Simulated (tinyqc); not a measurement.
Inside a calculation. Method: coupled-perturbed Hartree-Fock on RHF in the sto-6g basis, for H4, spin multiplicity 1. The polarisability along this axis is zero because the basis has no function that the field can mix in; the real value is not. One step of it, computed by the program tinyqc.

Question. Integrals over molecular orbitals. (pq|rs) = sum C_ip C_jq C_kr C_ls (ij|kl), one index at a time.

coefficients C:
```
            MO1        MO2        MO3        MO4
1H 1s  0.347719   0.428039   0.855396  -0.868122
2H 1s  0.385650   0.394534  -0.749414   1.013459
3H 1s  0.385650  -0.394534  -0.749414  -1.013459
4H 1s  0.347719  -0.428039   0.855396   0.868122
```

core Hamiltonian H = T + V (hartree), lower triangle:
```
           1H 1s      2H 1s      3H 1s      4H 1s
1H 1s  -1.521697
2H 1s  -1.266805  -1.680270
3H 1s  -0.142388  -0.436807  -1.680270
4H 1s  -0.039688  -0.142388  -1.266805  -1.521697
```

Two-electron integrals (ij|kl) in chemists' order, unique and non-zero (hartree):
```
(11|11) 0.774999   (21|11) 0.443270   (21|21) 0.295958   (22|11) 0.569242
(22|21) 0.443270   (22|22) 0.774999   (31|11) 0.029187   (31|21) 0.021669
(31|22) 0.036924   (31|31) 0.002231   (32|11) 0.077105   (32|21) 0.062224
(32|22) 0.115912   (32|31) 0.007572   (32|32) 0.027501   (33|11) 0.225915
(33|21) 0.177270   (33|22) 0.326444   (33|31) 0.029187   (33|32) 0.115912
(33|33) 0.774999   (41|11) 0.006703   (41|21) 0.005004   (41|22) 0.008587
(41|31) 0.000556   (41|32) 0.001939   (41|33) 0.008587   (41|41) 0.000146
(42|11) 0.019976   (42|21) 0.015873   (42|22) 0.029187   (42|31) 0.002054
(42|32) 0.007572   (42|33) 0.036924   (42|41) 0.000556   (42|42) 0.002231
(43|11) 0.128961   (43|21) 0.098855   (43|22) 0.177270   (43|31) 0.015873
(43|32) 0.062224   (43|33) 0.443270   (43|41) 0.005004   (43|42) 0.021669
(43|43) 0.295958   (44|11) 0.171689   (44|21) 0.128961   (44|22) 0.225915
(44|31) 0.019976   (44|32) 0.077105   (44|33) 0.569242   (44|41) 0.006703
(44|42) 0.029187   (44|43) 0.443270   (44|44) 0.774999
```

Give: one-electron integrals over orbitals h = C^T H C; Two-electron integrals over orbitals.

Answer.

one-electron integrals over orbitals h = C^T H C (hartree), lower triangle:
```
        1       2       3       4
1  -1.763
2   0.000  -1.690
3   0.100   0.000  -1.049
4   0.000  -0.098   0.000  -0.831
```

Two-electron integrals over orbitals (pq|rs), unique and non-zero (hartree):
```
(11|11) 0.452    (21|21) 0.221    (22|11) 0.452    (22|22) 0.462
(31|11) -0.033   (31|22) -0.006   (31|31) 0.100    (32|21) 0.055
(32|32) 0.091    (33|11) 0.446    (33|22) 0.448    (33|31) -0.014
(33|33) 0.466    (41|21) 0.012    (41|32) -0.078   (41|41) 0.085
(42|11) 0.045    (42|22) 0.021    (42|31) -0.098   (42|33) 0.019
(42|42) 0.103    (43|21) -0.212   (43|32) -0.056   (43|41) -0.010
(43|43) 0.226    (44|11) 0.469    (44|22) 0.469    (44|31) -0.037
(44|33) 0.480    (44|42) 0.049    (44|44) 0.511
```
